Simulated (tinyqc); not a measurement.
Tight binding, honeycomb lattice, step by step. Computed by tinyqc, a small Python program that keeps every step. Settings: t1 = 1.59, t2 = 0, phi = 1.1, delta = 0.7, points = 5. Command: `OMP_NUM_THREADS=1 python tinyqc.py 30895 30896 out.jsonl` (the two numbers bound the seeds that draw the settings). One thread of a shared host (Intel(R) Xeon(R) Processor @ 2.60GHz), about 0.01 s of CPU time with the checks.

## Bloch Hamiltonian at k

Parameters chosen for this model:
```
parameter     value                        unit
t1         1.590000                 eV, nearest
t2                0       eV, second neighbours
phi        1.100000  rad, phase of t2 (Haldane)
delta      0.700000          eV, +/- on A and B
```

k point k (fractions of the reciprocal vectors): -0.2600  0.1800

H_AB = -t1 (1 + exp(-i k.a1) + exp(-i k.a2)); H_AA = delta - 2 t2 sum cos(k.b + phi), H_BB = -delta - 2 t2 sum cos(k.b - phi), b = a1, a2 - a1, -a2.

H(k) at k (eV):
```
                 A                B
A           0.7000  -2.1672-0.1482i
B  -2.1672+0.1482i          -0.7000
```

## Levels at k

Diagonalise the Hermitian matrix.

eigenvalues (eV): -2.2822  2.2822

weights |c|^2 of the basis functions:
```
   band 1  band 2
A  0.3466  0.6534
B  0.6534  0.3466
```

## Bloch Hamiltonian at K

k point K (fractions of the reciprocal vectors): 0.3333  0.6667

As before.

H(k) at K (eV):
```
        A        B
A  0.7000   0.0000
B  0.0000  -0.7000
```

## Levels at K

As before.

eigenvalues (eV): -0.7000  0.7000

weights |c|^2 of the basis functions:
```
   band 1  band 2
A  0.0000  1.0000
B  1.0000  0.0000
```

## Bands along a path

The same steps at evenly spaced points between the labelled ones.

Bands along the path (eV):
```
k           band 1  band 2
G          -4.8211  4.8211
G-K 0.33   -4.0864  4.0864
G-K 0.67   -2.2537  2.2537
K          -0.7000  0.7000
K-M 0.33   -1.0981  1.0981
K-M 0.67   -1.5637  1.5637
M          -1.7373  1.7373
M-K' 0.33  -1.5637  1.5637
M-K' 0.67  -1.0981  1.0981
K'         -0.7000  0.7000
```

With 1 band(s) filled, the highest filled level on these points lies at K and the lowest empty one at K: a gap of 1.4000 eV, direct.

## Chern number of the lower band

On a 5 x 5 mesh, the phase of the product of overlaps around each plaquette (k1 then k2); the sum over 2 pi is an integer.

plaquette phases (rad):
```
         1        2        3        4        5
1   0.0000  -0.0443  -0.1347   0.0778   0.0234
2   0.0443   0.0000  -0.5291  -0.7403   0.0778
3   0.1347   0.5291   0.0000  -0.5291  -0.1347
4  -0.0778   0.7403   0.5291   0.0000  -0.0443
5  -0.0234  -0.0778   0.1347   0.0443   0.0000
```

Chern number = 0.0000
